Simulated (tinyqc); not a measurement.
X-ray reflectivity of a thin film on silicon: critical angles, Parratt recursion, fringes and roughness: one step, computed by the program tinyqc.

n = 1 - delta + i beta; the classical electron radius is r_e = 2.8179403e-6 nm. Layer 0 is vacuum, 1 the film, 2 the substrate.

Question. Fringe period, contrast and decay. Far above the critical angle the period is d theta = lambda/(2 d), or 2 pi/d in q; the envelope runs between (|r_01| - |r_12 p|)^2 and (|r_01| + |r_12 p|)^2; contrast = 2 a b/(a^2 + b^2) with a = |r_01|, b = |r_12 p|; roughness factors on the amplitudes are about exp(-q^2 sigma^2/2).

Inputs (values chosen for the exercise, modelled on ruthenium on silicon, copper K-alpha radiation): wavelength lambda = 0.15406 nm; film thickness d = 29.3 nm; roughness of the surface sigma_1 = 0.2 nm; roughness of the interface sigma_2 = 0.13 nm.

1000 r_01 = 54.09693-5.60155i

1000 r_12 = -43.80923+5.44996i

p = 0.3136870+0.5544179i

q = 4 pi sin(theta)/lambda = 1.480495 1/nm

Give: period in theta; period in q; contrast; roughness factor, surface; roughness factor, interface.

Answer.

period in theta = 0.15063 degrees

period in q = 0.21444 1/nm

contrast = 0.81599

roughness factor, surface = 0.95711

roughness factor, interface = 0.98165
